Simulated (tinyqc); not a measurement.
# p-n diode with diffusion and depletion-layer recombination: currents and ideality against junction voltage

Abrupt junction in the depletion approximation, low injection, full ionisation, neutral widths fixed, ohmic contact on the p side. Vj is the junction voltage; where a series resistance Rs is given, V = Vj + J Rs is the terminal voltage.

ni = sqrt(Nc Nv) exp(-Eg/(2 Vt)), Eg in volts; D = mu Vt; Ln = sqrt(Dn tn), Lp = sqrt(Dp tp); J0n = q ni^2 Dn coth(wp/Ln)/(Ln Na); J0p = (q ni^2 Dp/(Lp Nd)) (s + tanh(wn/Lp))/(1 + s tanh(wn/Lp)), s = Sp Lp/Dp. J_diff = (J0n + J0p)(exp(Vj/Vt) - 1). Vbi = Vt ln(Na Nd/ni^2), W = sqrt(2 eps0 eps_r (Vbi - Vj)(1/Na + 1/Nd)/q), xp = W Nd/(Na + Nd), xn = W Na/(Na + Nd); u(x) = q Na (x + xp)^2/(2 eps0 eps_r) for x < 0 and Vbi - Vj - q Nd (xn - x)^2/(2 eps0 eps_r) for x > 0; p = Na exp(-u/Vt), n = Nd exp((u - Vbi + Vj)/Vt); U = ni^2 (exp(Vj/Vt) - 1)/(tp (n + ni exp(Et/Vt)) + tn (p + ni exp(-Et/Vt))); J_scr = q times the integral of U from -xp to xn. J = J_diff + J_scr. Ideality = (1/Vt) dVj/d ln J or (1/Vt) dV/d ln J; last column ni^2 exp(Vj/Vt)/N^2.

Values chosen for this exercise; band and dielectric values close to those of 4H silicon carbide:
- T = 325 K (temperature)
- Eg = 3.22 eV (band gap)
- eps_r = 9.76 (relative permittivity)
- Nc = 1.94e19 cm^-3 (conduction-band density of states at T)
- Nv = 2.77e19 cm^-3 (valence-band density of states at T)
- Na = 1e18 cm^-3 (acceptor density)
- Nd = 1.1e15 cm^-3 (donor density)
- mun = 200 cm^2/(V s) (electron mobility in the p side)
- mup = 120 cm^2/(V s) (hole mobility in the n side)
- tn = 4e-6 s (electron lifetime)
- tp = 8e-7 s (hole lifetime)
- wp = 7.9 um (neutral width of the p side)
- wn = 2.1 um (neutral width of the n side)
- Sp = 1e7 cm/s (recombination velocity at the n contact)
- Rs = 0.00012 ohm cm^2 (series resistance)
- Et = 0 eV (trap level above the intrinsic level)

Constants: q = 1.602176634e-19 C, kB = 1.380649e-23 J/K, Vt = kB T/q, eps0 = 8.8541878128e-14 F/cm where lengths are in cm. Results are converted to the units shown.

Results:

| Vj (V) | J_diff (A/cm^2) | J_scr (A/cm^2) | J (A/cm^2) | V (V) | ideality against Vj | ideality against V | minority/doping, lighter side |
|---|---|---|---|---|---|---|---|
| 0.71 | 1.504e-30 | 1.602e-19 | 1.602e-19 | 0.7100 | 1.971 | 1.971 | 5.308e-31 |
| 0.95 | 7.921e-27 | 1.244e-17 | 1.244e-17 | 0.9500 | 1.967 | 1.967 | 2.796e-27 |
| 1.19 | 4.173e-23 | 9.765e-16 | 9.765e-16 | 1.190 | 1.961 | 1.961 | 1.473e-23 |
| 1.43 | 2.199e-19 | 7.776e-14 | 7.776e-14 | 1.430 | 1.954 | 1.954 | 7.762e-20 |
| 1.67 | 1.158e-15 | 6.327e-12 | 6.328e-12 | 1.670 | 1.941 | 1.941 | 4.089e-16 |
| 1.9 | 4.270e-12 | 4.426e-10 | 4.469e-10 | 1.900 | 1.906 | 1.906 | 1.507e-12 |
| 2.14 | 2.250e-8 | 3.974e-8 | 6.224e-8 | 2.140 | 1.427 | 1.427 | 7.942e-9 |
| 2.62 | 0.6245 | 4.443e-4 | 0.6249 | 2.620 | 1.001 | 1.003 | 0.2204 |

Estimate the missing row, Vj = 2.38 V.

Computed row:

| Vj (V) | J_diff (A/cm^2) | J_scr (A/cm^2) | J (A/cm^2) | V (V) | ideality against Vj | ideality against V | minority/doping, lighter side |
|---|---|---|---|---|---|---|---|
| 2.38 | 1.185e-4 | 4.286e-6 | 1.228e-4 | 2.380 | 1.015 | 1.015 | 4.184e-5 |

With this row back in the table: The ideality against Vj falls from 1.97 to 1.00. Diffusion overtakes recombination in the layer between Vj = 2.14 and 2.38 V. J_scr alone has an ideality of 1.97 between the first two rows and 1.85 between the last two. Rows from Vj = 2.62 V on lie beyond low injection.

Numbers from tinyqc (`OMP_NUM_THREADS=1 python tinyqc.py 2260065 2260066 out.jsonl`; about 0.01 s on one thread of a shared Intel Xeon 2.30GHz).
